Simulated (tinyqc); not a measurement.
From one set of inputs to another, one input at a time: Schottky barrier with interface states (Cowley-Sze model), image lowering and contact resistance. Computed by tinyqc, a small Python program. Command: `OMP_NUM_THREADS=1 python tinyqc.py 3007459 3007460 out.jsonl pinning ladder`. One thread of a shared host (Intel(R) Xeon(R) Processor @ 2.30GHz), about 0.02 s of CPU time with the checks.

An n-type semiconductor under a metal. The barrier lies between the Schottky-Mott limit phi_M - chi and the Bardeen limit E_g - E_n, E_n being the neutrality level of the interface states; the space-charge term of the full Cowley-Sze expression is left out.

The inputs printed are set A. Inputs not listed in the table keep their values of set A, so the rows need not describe a real material.

Inputs (values chosen for the exercise, for a model semiconductor):
```
quantity                                       value         unit
gap E_g                                         2.51           eV
electron affinity chi                           3.83           eV
metal work function phi_M                       4.63           eV
neutrality level E_n above the valence band    0.535           eV
interface-state density D                    3.8e+13  cm^-2 eV^-1
dipole layer thickness delta                    0.19           nm
dipole layer constant eps_i                        1            -
dielectric constant eps_s                       13.9            -
electron mass m_e                              0.517          m_0
valleys M_c                                        3            -
donor density N                              3.1e+15        cm^-3
temperature T                                    425            K
reverse bias V_r                                 3.6            V
```

Pinning factor from: interface states.

Constants: e = 1.602176634e-19 C; eps_0 = 8.8541878128e-12 F/m; k_B = 8.617333262e-05 eV/K; m_0 = 9.1093837015e-31 kg; k_B = 1.380649e-23 J/K; h = 6.62607015e-34 J s.

Method:
- S = 1/(1 + e^2 D delta/(eps_i eps_0)); for D per eV, e^2 D is the number e x D in SI units, with 1 cm^-2 = 1e4 m^-2.
- phi_B = S (phi_M - chi) + (1 - S)(E_g - E_n); the hole barrier is E_g - phi_B.
- N_c = 2 M_c (2 pi m_e k_B T/h^2)^(3/2); xi = E_c - E_F solves N = N_c F_1/2(-xi/k_B T) (bisection; full ionisation).
- F_1/2(eta) = (2/sqrt(pi)) int_0^infinity sqrt(x)/(1 + exp(x - eta)) dx, by the trapezoid rule in t = sqrt(x) with step 0.02 up to t = 12 (for eta < -12 by exp(eta) - exp(2 eta)/2^(3/2)).
- V_bi = phi_B - xi; W = sqrt(2 eps_s eps_0 (V_bi + V_r - k_B T/e)/(e N)); field at the metal E_m = e N W/(eps_s eps_0); image lowering sqrt(e E_m/(4 pi eps_s eps_0)).

Each row keeps all changes above it:
```
input moved                                          from       to  barrier phi_B (eV)  depletion width W (nm)  image lowering (eV)
set A                                                   -        -              1.4656                  1522.3             0.025228
dielectric constant eps_s                            13.9     12.8              1.4656                  1460.9             0.026837
metal work function phi_M (eV)                       4.63     5.13              1.6823                  1494.3             0.027143
electron affinity chi (eV)                           3.83     4.25              1.5002                  1466.3             0.026886
temperature T (K)                                     425      300              1.5002                  1486.0             0.027067
donor density N (cm^-3)                           3.1e+15  2.3e+16              1.5002                   548.5             0.044791
reverse bias V_r (V)                                  3.6      4.4              1.5002                   591.6             0.046520
neutrality level E_n above the valence band (eV)    0.535    0.838              1.3286                   582.7             0.046165
```

Barrier phi_B goes from 1.47 to 1.33, a factor 0.907 in all. The largest single move comes from metal work function phi_M (a factor 1.15), but it runs against the net change; the largest move in the direction of the net change is neutrality level E_n above the valence band (a factor 0.886). Depletion width W goes from 1520 to 583, a factor 0.383 in all. The largest single move comes from donor density N (a factor 0.369). Image lowering goes from 0.0252 to 0.0462, a factor 1.83 in all. The largest single move comes from donor density N (a factor 1.65). The single moves hold for this order of the switches; the total does not depend on the order.

Extremes, crossings and ranges named in words are read from the listed rows.
